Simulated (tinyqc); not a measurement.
Changing the activation volume V_k: oxidation of curved silicon (wires and holes): cylindrical Deal-Grove kinetics with stress-retarded reaction. Computed by tinyqc, a small Python program. Command: `OMP_NUM_THREADS=1 python tinyqc.py 3012622 3012623 out.jsonl wireox sweep`. One thread of a shared host (Intel(R) Xeon(R) Processor @ 2.30GHz), about 0.05 s of CPU time with the checks.

Silicon fills r < a and oxide a < r < b. One volume of silicon gives 2.25 volumes of oxide, and the length is fixed.

Inputs (values chosen for the exercise, close to those used for silicon in steam):
```
quantity                       value    unit
prefactor B0                     353  um^2/h
activation energy E_B          0.774      eV
prefactor (B/A)0            1.32e+08    um/h
activation energy E_A           2.05      eV
starting silicon radius a0       120      nm
starting oxide x_i                 2      nm
viscosity prefactor eta0     2.4e-08    Pa s
viscosity energy E_eta           5.4      eV
critical shear stress s_c         62     MPa
temperature T                    850       C
time t                             3       h
```

Shape: wire (convex).

Constants: k_B = 8.617333262e-05 eV/K.

Method:
- B = B0 exp(-E_B/(k_B T)), B/A = (B/A)0 exp(-E_A/(k_B T)), eta = eta0 exp(E_eta/(k_B T)); 1 um = 1000 nm.
- Temperatures in kelvin are T(C) + 273.15.
- Geometry: b^2 = b0^2 + 1.25 (a0^2 - a^2), b0 = a0 + x_i.
- Rate of oxide made per interface area: q = 1/[1/k + 2 a |ln(b/a)|/B], and |da/dt| = q/2.25. Reaction k = (B/A) exp(-sigma V_k/(k_B T)). New oxide pushes the old with radial speed u = 1.25 |da/dt| at r = a; the shear stress at radius r is s_c asinh(z a^2/r^2), z = 2 eta u/(a s_c) (Eyring flow), and the compressive normal stress at the interface is sigma = |int_a^b 2 s/r dr| = s_c |F(z) - F(z a^2/b^2)|, F(y) = int_0^y asinh(w)/w dw. q and sigma are solved together. 1 MPa angstrom^3 = 6.241509e-6 eV.
- Integrate da/dt adaptively (tolerance 1e-8); a wire counts as consumed at a = 0.5 nm and a hole as closed at b = 0.5 nm. Planar reference: x^2 + A x = B t + x_i^2 + A x_i, A = B/(B/A).

One run for each value; columns: (1) activation volume V_k (angstrom^3); (2) oxide thickness (nm); (3) normal stress at time t (MPa); (4) ratio to the planar thickness:
```
(1)     (2)     (3)      (4)
2    148.17  2598.8  0.67689
10   112.42  1509.0  0.51358
15    99.53  1252.6  0.45469
20    89.92  1084.7  0.41077
30    76.27   871.5  0.34841
40    66.86   737.9  0.30545
```

Give the missing row, activation volume V_k (angstrom^3) = 5.

Computed row; columns: (1) activation volume V_k (angstrom^3); (2) oxide thickness (nm); (3) normal stress at time t (MPa); (4) ratio to the planar thickness:
```
(1)     (2)     (3)      (4)
5    131.22  1982.2  0.59945
```

Interpolating between the two neighbouring rows (the first column on a logarithmic scale, the others too where they are positive) misses most in normal stress at time t (MPa), by 3.8 %. Over the rows, oxide thickness (nm) falls from 148 to 66.9 (exponent d ln y / d ln x -0.13 between the first rows and -0.46 between the last); normal stress at time t (MPa) falls from 2600 to 738 (exponent d ln y / d ln x -0.30 between the first rows and -0.58 between the last); ratio to the planar thickness falls from 0.677 to 0.305 (exponent d ln y / d ln x -0.13 between the first rows and -0.46 between the last). Feedback: a slower reaction pushes the oxide less, so the stress itself falls as V_k grows.

Caution (rows 2.00, 5.00, 10.0): a normal stress above about 1.5 GPa lies beyond the range of a viscous flow law. Caution (all rows): the oxide is taken as a purely viscous fluid in steady flow; elasticity, stress-dependent diffusion and thin-oxide enhancement are left out.
